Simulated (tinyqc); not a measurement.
# Free and trapped electrons in a MOS channel with a dense trap tail: free and trapped charge against gate voltage

p-type body, charge-sheet picture, full ionisation (an idealisation for deep acceptors), Boltzmann statistics for free electrons. e = Ec - EF at the surface. Acceptor-like traps of density D(E) = D0 + De exp(-E/Ew) at depth E below Ec, from 0 to Eu, hold n_t = integral of D(E)/(1 + exp((e - E)/Vt)). psi = Eg - Vt ln(Nv/Na) - e; N_dep = sqrt(2 eps0 eps_r Na (psi - Vt)/q); n_f = sqrt(N_dep^2 + 2 eps0 eps_r Vt Nc exp(-e/Vt)/q) - N_dep; Vg = Vfb + psi + q (N_dep + n_t + n_f)/Cox, Cox = eps0 eox/tox.

Free share n_f/(n_f + n_t); swing ln 10 n_f/(dn_f/dVg); field-effect mobility mf q (dn_f/dVg)/Cox, for a constant mf; oxide field q (N_dep + n_t + n_f)/(eps0 eox).

Values chosen for this exercise; band and dielectric values close to those of 4H silicon carbide: temperature T = 300 K; band gap Eg = 3.32 eV; relative permittivity eps_r = 9.8; conduction-band density of states at T Nc = 1.71e19 cm^-3; valence-band density of states at T Nv = 2.46e19 cm^-3; relative permittivity of the insulator eox = 3.9; insulator thickness tox = 70 nm; acceptor density Na = 4.4e15 cm^-3; flat-band voltage without trapped charge Vfb = -2.26 V; constant background density of acceptor-like traps D0 = 1.8e11 cm^-2 eV^-1; density of the tail at the conduction edge De = 1e13 cm^-2 eV^-1; decay energy of the tail Ew = 0.14 eV; depth below Ec down to which the traps reach Eu = 0.77 eV; mobility of free electrons mf = 170 cm^2/(V s).

Constants: q = 1.602176634e-19 C, kB = 1.380649e-23 J/K, Vt = kB T/q, eps0 = 8.8541878128e-14 F/cm where lengths are in cm. Results are converted to the units shown.

Free and trapped charge against gate voltage:
columns A: Vg (V); B: e (eV); C: n_f (cm^-2); D: n_t (cm^-2); E: free share (%); F: swing (mV/decade); G: field-effect mobility (cm^2/(V s)); H: oxide field (MV/cm)
```
A             B         C         D         E        F         G       H
2        0.4192   6.121e5  1.316e11  4.650e-4    210.8  0.003692  0.2260
3.5      0.1832   5.359e9  5.000e11     1.060    705.4     9.658  0.4066
5        0.1014  1.101e11  8.267e11     11.75     2014     69.50  0.6092
6.5     0.06454  3.548e11  1.030e12     25.62     4257     106.0  0.8182
8       0.04154  6.710e11  1.167e12     36.50     6811     125.2   1.029
9.5     0.02466  1.030e12  1.264e12     44.89     9482     138.1   1.241
11      0.01130  1.418e12  1.333e12     51.54  1.225e4     147.1   1.453
12.5   2.932e-4  1.827e12  1.382e12     56.93  1.512e4     153.6   1.666
14    -0.009022  2.250e12  1.417e12     61.37  1.810e4     158.0   1.879
```

n_f reaches 1e11 cm^-2 at Vg = 4.92 V, against 2.28 V without traps. The free share rises from 4.65e-4 to 61.4 % and the field-effect mobility rises from 0.00369 to 158 cm^2/(V s), although mf = 170 is constant: in the last row 93.0 % of Cox dVg goes into free electrons. The swing in the first row is 211 mV a decade (Vt ln 10 = 59.5). For Vg = 8, 9.5, 11, 12.5, 14 EF lies less than 2 Vt below the band edge, or above it, where degeneracy and confinement, left out, matter.

Numbers from tinyqc (`OMP_NUM_THREADS=1 python tinyqc.py 2222006 2222007 out.jsonl`; about 0.02 s on one thread of a shared Intel Xeon 2.30GHz).
